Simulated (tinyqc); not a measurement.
Trap density from two Hall measurements.

Problem. p-type body, charge-sheet picture, full ionisation (an idealisation for deep acceptors), Boltzmann statistics for free electrons. e = Ec - EF at the surface. psi = Eg - Vt ln(Nv/Na) - e; N_dep = sqrt(2 eps0 eps_r Na (psi - Vt)/q); n_f = sqrt(N_dep^2 + 2 eps0 eps_r Vt Nc exp(-e/Vt)/q) - N_dep; Vg = Vfb + psi + q (N_dep + n_t + n_f)/Cox, Cox = eps0 eox/tox. Find e and n_t at both points and the mean trap density between them.

Values chosen for this exercise; band and dielectric values close to those of silicon: temperature T = 475 K; band gap Eg = 1.11 eV; relative permittivity eps_r = 11.5; conduction-band density of states at T Nc = 5.58e19 cm^-3; valence-band density of states at T Nv = 5.34e19 cm^-3; relative permittivity of the insulator eox = 3.9; insulator thickness tox = 53 nm; acceptor density Na = 1.7e17 cm^-3; flat-band voltage without trapped charge Vfb = -0.67 V.

Constants: q = 1.602176634e-19 C, kB = 1.380649e-23 J/K, Vt = kB T/q, eps0 = 8.8541878128e-14 F/cm where lengths are in cm. Results are converted to the units shown.

Vg (V): [2.6273286, 3.0899773]
free sheet density from the Hall effect (cm^-2): [2.1210073e9, 1.4101930e10]

Solution. Each n_f fixes e; what the gate voltage holds beyond psi, N_dep and n_f is trapped; the difference quotient is the density, smeared over a few Vt.

e (eV): [0.3610, 0.2800]
n_t (cm^-2): [1.192e11, 1.793e11]
mean trap density = 7.414e11 cm^-2 eV^-1

Computed by the program tinyqc: `OMP_NUM_THREADS=1 python tinyqc.py 2222148 2222149 out.jsonl`, one thread of a shared Intel Xeon 2.30GHz, about 0.02 s for the whole run.
